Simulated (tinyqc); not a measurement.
Starting guesses with DIIS over 6 matrices: SCF starting guesses in the 6-311g basis, for H2, spin multiplicity 1. Computed by the program tinyqc with PySCF. 

Geometry (angstrom):
```
atom,x,y,z
H,0.0000,0.0000,0.0000
H,0.0000,0.0000,0.7640
```

lowest restricted solution found by these runs and by PySCF = -1.127337 hartree

RHF with one setting changed at a time; a run stops when the energy changes by less than 1e-09 hartree and the error matrix is below 1e-5. Starts: the lowest orbitals of the core Hamiltonian, of the Wolfsberg-Helmholz matrix (K = 1.75), projected atomic densities, random orbitals, and the highest orbitals of the core Hamiltonian (a deliberately bad start).

Largest element of the error matrix X^T (FDS - SDF) X:
```
iteration,core,Wolfsberg-Helmholz,atomic densities,random,highest core orbitals
1,1.3e-01,4.4e-01,1.0e-01,9.5e-01,1.9e-01
2,2.0e-02,5.7e-02,1.4e-02,1.9e-01,1.7e-01
3,2.5e-03,1.9e-03,2.5e-03,4.7e-02,7.6e-02
4,6.3e-05,2.7e-04,2.6e-04,4.2e-03,3.7e-03
5,2.9e-07,2.9e-07,1.0e-06,3.4e-04,3.9e-04
6,1.4e-07,1.2e-07,1.6e-09,4.6e-05,3.9e-06
8,-,-,-,3.0e-08,-
```

How each run ends:
```
run,iterations,E (hartree),state
core,6,-1.127337,lowest found
Wolfsberg-Helmholz,6,-1.127337,lowest found
atomic densities,6,-1.127337,lowest found
random,8,-1.127337,lowest found
highest core orbitals,7,-1.127337,lowest found
```

5 of 5 runs reach the lowest restricted solution found, in 6 to 8 iterations (fastest: core, Wolfsberg-Helmholz, atomic densities). The first errors are 1e-01, 4e-01, 1e-01, 9e-01, 2e-01.
